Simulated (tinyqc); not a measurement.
Hopping conduction between localised states: one step, computed by the program tinyqc.

Energies are counted from the Fermi level. A small network shows the mechanism; the laws of an infinite system follow.

Task: Pair exponents. Miller-Abrahams exponent s_ij = 2 r_ij/xi + (|E_i| + |E_j| + |E_i - E_j|)/(2 k_B T); G_ij = G_0 exp(-s_ij). The diagonal is set to 0 and not used.

Inputs (values chosen for the exercise, for a model impurity band): localisation length xi = 4.4 nm; temperature T = 49 K.

Dimension: 2D.

sites of the small network (nm, nm, meV), columns x, y, energy:
```
[[0, 13.03, -3.18],
 [7.5, 11.77, -13.17],
 [19.67, 2.35, 4.22],
 [26.99, 2.74, 19.57],
 [33.01, 7, 10.95],
 [45, 9.13, 0.68]]
```

Constants: k_B = 8.617333262e-05 eV/K.

Give: s_ij.

Result:

s_ij:
```
[[0.00, 6.58, 11.93, 18.52, 18.60, 21.45],
 [6.58, 0.00, 11.11, 17.52, 17.51, 20.37],
 [11.93, 11.11, 0.00, 7.97, 9.01, 12.92],
 [18.52, 17.52, 7.97, 0.00, 7.99, 13.32],
 [18.60, 17.51, 9.01, 7.99, 0.00, 8.13],
 [21.45, 20.37, 12.92, 13.32, 8.13, 0.00]]
```
